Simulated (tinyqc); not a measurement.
# Worked calculation: MOS capacitor on a p-type substrate, surface potential from the exact charge relation

Numbers from tinyqc (`OMP_NUM_THREADS=1 python tinyqc.py 2060038 2060039 out.jsonl`; about 0.01 s on one thread of a shared Intel Xeon 2.30GHz). Printed values are rounded.

Uniform p-type substrate, Boltzmann statistics, full ionisation, classical densities. psi is the surface potential against the body (positive when the bands bend down) and u = psi/Vt. Traps are spread evenly over the gap and neutral at flat band, so their charge is -q Dit psi; the minority quasi-Fermi level is shifted by Vb.

Inputs (values chosen for the exercise); band and dielectric values close to those of 4H silicon carbide: temperature T = 250 K; band gap Eg = 3.26 eV; relative permittivity eps_r = 9.54; conduction-band density of states at T Nc = 1.3e19 cm^-3; valence-band density of states at T Nv = 1.87e19 cm^-3; electron affinity chi = 3.66 eV; acceptor density of the substrate N = 1.7e15 cm^-3; relative permittivity of the gate insulator (close to silicon nitride) eox = 7.39; insulator thickness tox = 6.6 nm; gate work function phiM = 4.31 eV; fixed charge at the interface, in units of q Nf = -2.7e11 cm^-2; density of interface traps Dit = 0 cm^-2 eV^-1; reverse bias of the inversion layer against the body Vb = 0 V; gate voltage against the body Vg = -2.91 V.

Constants: q = 1.602176634e-19 C, kB = 1.380649e-23 J/K, Vt = kB T/q, eps0 = 8.8541878128e-14 F/cm where lengths are in cm. Results are converted to the units shown.

Range of the model: At this gate voltage the surface density exceeds 0.3 of the band density of states, so degeneracy and confinement would lower the charge and capacitance.

## Flat band, threshold and scales

ni = sqrt(Nc Nv) exp(-Eg/(2 Vt)), Eg in volts; phiF = Vt ln(N/ni); Cox = eps0 eox/tox; Vfb = phiM - chi - (Eg - Vt ln(Nv/N)) - q Nf/Cox; Q0 = sqrt(2 eps0 eps_r q N Vt); r = (ni/N)^2 exp(-Vb/Vt); VT = Vfb + [(2 phiF + Vb)(1 + q Dit/Cox) + sqrt(2 eps0 eps_r q N (2 phiF + Vb))/Cox].

ni = 2.15545e-14 cm^-3
phiF = 1.43344 V
Cox = 0.991401 uF/cm^2
Vfb = -2.36589 V
Q0 = 3.14847 nC/cm^2
r = 1.60761e-58
VT = 0.537627 V

## Starting value

psi = Vg - Vfb, limited to the range from -4 Vt to +(2 phiF + Vb + 4 Vt).

psi at the start = -0.0861733 V

## Iteration 1: Newton step for the surface potential

u = psi/Vt; F^2 = exp(-u) + u - 1 + r (exp(u) - u - 1); Qs = -sign(u) Q0 F; Cs = -dQs/dpsi = (Q0/Vt) |1 - exp(-u) + r (exp(u) - 1)|/(2 F). f = Vfb + psi + (q Dit psi - Qs)/Cox - Vg, f' = 1 + (Cs + q Dit)/Cox, psi(new) = psi - f/f'.

u = -4
F = 7.04260
Qs = 22.1734 nC/cm^2
Cs = 0.556127 uF/cm^2
f = 0.435570 V
f' = 1.56095
psi after iteration 1 = -0.365215 V

## Iteration 2: Newton step for the surface potential

As before.

u = -16.9526
F = 4799.56
Qs = 15111.3 nC/cm^2
Cs = 350.718 uF/cm^2
f = -15.0634 V
f' = 354.760
psi after iteration 2 = -0.322754 V

## Iteration 3: Newton step for the surface potential

As before.

u = -14.9816
F = 1791.48
Qs = 5640.44 nC/cm^2
Cs = 130.910 uF/cm^2
f = -5.46801 V
f' = 133.045
psi after iteration 3 = -0.281655 V

## Course of the Newton iteration

Stop when the step is below 1e-10 V, or after 60 iterations.

Course of the iteration:

| iteration | psi before the step (V) | f (V) | step (V) |
|---|---|---|---|
| 1 | -0.0861733 | 0.436 | -0.279 |
| 2 | -0.365215 | -15.1 | 0.0425 |
| 3 | -0.322754 | -5.47 | 0.0411 |
| 4 | -0.281655 | -1.93 | 0.0372 |
| 5 | -0.244460 | -0.625 | 0.0278 |
| 6 | -0.216640 | -0.157 | 0.0128 |
| 7 | -0.203815 | -0.0195 | 2.08e-3 |
| 8 | -0.201732 | -4.14e-4 | 4.62e-5 |
| 9 | -0.201686 | -1.97e-7 | 2.20e-8 |
| 10 | -0.201686 | -4.49e-14 | < 1e-13 |

Converged in 10 iterations.

## Charges, field and capacitances at the solution

converged psi = -0.201686 V

u = psi/Vt; F^2 = exp(-u) + u - 1 + r (exp(u) - u - 1); Qs = -sign(u) Q0 F; Cs = -dQs/dpsi = (Q0/Vt) |1 - exp(-u) + r (exp(u) - 1)|/(2 F). Low frequency: 1/C_LF = 1/Cox + 1/(Cs + q Dit). High frequency, in the simple estimate in which traps and minority carriers do not follow: 1/C_HF = 1/Cox + 1/Cd, Cd being Cs with r = 0 at the same psi. Minority sheet density N_inv = (Q0/(2 q)) int_0^u r (exp(t) - 1)/F(t) dt for u > 0. Oxide field |Qs - q Dit psi + q Nf|/(eps0 eox).

Qs = 339.478 nC/cm^2
N_inv = 0 cm^-2
oxide field = 0.452710 MV/cm
Cs = 7.88530 uF/cm^2
C_LF/Cox = 0.888314
C_HF/Cox = 0.888314

The surface is in accumulation (borders at |psi| = 0, phiF + Vb and 2 phiF + Vb = 2.87 V).
